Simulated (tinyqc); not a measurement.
Smoothing against break-up: capillary instabilities by surface diffusion: grooving and agglomeration of films, edge retraction, wire break-up and smoothing of roughness. Computed by tinyqc, a small Python program. Command: `OMP_NUM_THREADS=1 python tinyqc.py 3020641 3020642 out.jsonl dewet walk`. One thread of a shared host (Intel(R) Xeon(R) Processor @ 2.30GHz), about 0.01 s of CPU time with the checks.

Isotropic surface energy; shapes change by surface diffusion alone.

Inputs (values chosen for the exercise, of the order of those of a copper film):

| quantity | value | unit |
|---|---|---|
| surface energy gamma_s | 1.77 | J/m^2 |
| grain-boundary energy gamma_b | 0.48 | J/m^2 |
| atomic volume Omega | 11.8 | angstrom^3 |
| surface sites nu | 8.4 | 1/nm^2 |
| prefactor D0 | 2.6e-06 | m^2/s |
| activation energy Q | 0.974 | eV |
| temperature T | 860 | K |
| film thickness h | 25 | nm |
| grain radius R | 680 | nm |
| wire radius r | 5.8 | nm |
| initial ripple over radius | 0.05 | - |
| roughness wavelength lambda | 19 | nm |

Grooves: at the surface only.

Constants: k_B = 8.617333262e-05 eV/K; k_B = 1.380649e-23 J/K.

Method:
- Groove angle beta: sin(beta) = gamma_b/(2 gamma). For circular grains of radius R with spherical caps the groove ends (measured from the mean surface) at the depth R g(beta), g = (2 - 3 cos beta + cos^3 beta)/(3 sin^3 beta). The film parts if R g(beta_s) > h.
- B = D_s nu gamma_s Omega^2/(k_B T), D_s = D0 exp(-Q/(k_B T)).
- A wire with r + A cos(k z) has dA/dt = (B/r^4) (kr)^2 [1 - (kr)^2] A: unstable for wavelengths above 2 pi r, fastest at kr = 1/sqrt 2 with the rate B/(4 r^4); break-up time about (4 r^4/B) ln(r/A0); each wavelength makes a sphere of radius (3 r^2 lambda_m/4)^(1/3).
- Roughness of wavelength lambda on a flat face decays as exp[-B (2 pi/lambda)^4 t]; the smoothing time is that for a factor e^3.

beta_s = 7.79292 degrees

Times (s); the last column is (h/(0.780 tan beta_s))^4/B:

| T (K) | B (nm^4/s) | smoothing | wire break-up | groove to depth h |
|---|---|---|---|---|
| 731 | 1.0277e+05 | 0.0024408 | 0.13195 | 29271 |
| 774 | 2.2915e+05 | 0.0010947 | 0.05918 | 13128 |
| 817 | 4.6820e+05 | 0.0005358 | 0.02896 | 6425 |
| 860 | 8.8831e+05 | 0.0002824 | 0.01527 | 3386 |
| 903 | 1.5819e+06 | 0.0001586 | 0.00857 | 1902 |
| 946 | 2.6673e+06 | 0.0000940 | 0.00508 | 1128 |
| 1032 | 6.6175e+06 | 0.0000379 | 0.00205 | 455 |

What follows from these numbers?

All times share 1/B, so their ratios do not depend on T: break-up over smoothing is 54. An anneal can smooth this roughness well before the wire breaks. Smoothing is safe for lambda well below 2 pi r, above which a ripple along the wire grows instead. B spans 1.8 decades over these rows.
